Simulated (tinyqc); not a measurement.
# n-type polysilicon, carrier trapping at grain boundaries: effect of the temperature

One-dimensional grains of size Lg, uniform ionised doping N, monovalent traps Qt at each boundary at a depth Et below (for electrons) or above (for holes) the band edge there, abrupt depletion of width W on each side of a boundary, Boltzmann statistics. xi is the distance from the band edge at the grain centre to the Fermi level. Trapped charge Qt/(1 + exp((xi + VB - Et)/Vt)) = 2 N W, barrier VB = q N W^2/(2 eps0 eps_r).

NB is given at 300 K and scales as (T/300 K)^1.5. If the trap equation with xi = Vt ln(NB/N) has a root W < Lg/2, the grain is partly depleted; otherwise W = Lg/2 and the trap equation gives xi = Et - VB + Vt ln(Qt/(N Lg) - 1). N* = Qt/Lg. n0 = NB exp(-xi/Vt); mean density n0 (1 - 2 W/Lg) by charge balance in a partly depleted grain, and n0 (sqrt(pi)/2) erf(u)/u with u = sqrt(VB/Vt) in a fully depleted one; v = sqrt(kB T/(2 pi ms m0)); barrier resistivity Vt exp(VB/Vt)/(q fe n0 v Lg); grain resistivity (1 - 2 W/Lg)/(q n0 mug); effective mobility 1/(q mean density total resistivity). Rows with xi above 0.45 V, towards mid-gap, are left out, since the other carrier type is ignored.

Parameters, values chosen for the exercise; values of the order met in polycrystalline silicon:
- eps_r = 11.7 (relative permittivity)
- NB = 2.8e19 cm^-3 (conduction-band density of states at the reference temperature)
- Lg = 33 nm (grain size)
- Qt = 2.4e12 cm^-2 (trap density of a grain boundary)
- Et = 0.46 eV (depth of the trap level from the majority band edge at the boundary)
- ms = 0.49 m0 (mass for thermionic emission)
- fe = 1 (correction factor of the emission rate)
- N = 6.2e17 cm^-3 (doping)

Constants: q = 1.602176634e-19 C, kB = 1.380649e-23 J/K, m0 = 9.1093837015e-31 kg, Vt = kB T/q, eps0 = 8.8541878128e-14 F/cm where lengths are in cm. Results are converted to the units shown.

The same in every row: N/N* = 0.8525; depleted share 2 W/Lg = 1.000; VB (V) = 0.1305.

Results:

| T (K) | xi (V) | mean density (cm^-3) | resistivity (ohm cm) | effective mobility (cm^2/(V s)) |
|---|---|---|---|---|
| 200 | 0.2992 | 1.414e11 | 4.604e7 | 0.9588 |
| 240 | 0.2932 | 4.925e12 | 4.488e5 | 2.824 |
| 280 | 0.2871 | 6.522e13 | 1.604e4 | 5.967 |
| 360 | 0.2750 | 2.235e15 | 180.3 | 15.48 |
| 400 | 0.2690 | 7.964e15 | 36.84 | 21.27 |
| 440 | 0.2630 | 2.291e16 | 9.956 | 27.36 |

Estimate the missing row, T = 320 K.

Computed row:

| T (K) | xi (V) | mean density (cm^-3) | resistivity (ohm cm) | effective mobility (cm^2/(V s)) |
|---|---|---|---|---|
| 320 | 0.2811 | 4.690e14 | 1295 | 10.28 |

With this row back in the table: As T goes from 200 to 440, VB stays at 0.131 V, the resistivity falls from 4.60e7 to 9.96 ohm cm and the effective mobility rises from 0.959 to 27.4 cm^2/(V s). The activation energy kB ln(rho1/rho2)/(1/T1 - 1/T2) is 0.479 eV between the first two rows and 0.496 eV between the last two; mug is held fixed.

Numbers from tinyqc (`OMP_NUM_THREADS=1 python tinyqc.py 2830143 2830144 out.jsonl`; about 0.01 s on one thread of a shared Intel Xeon 2.30GHz).
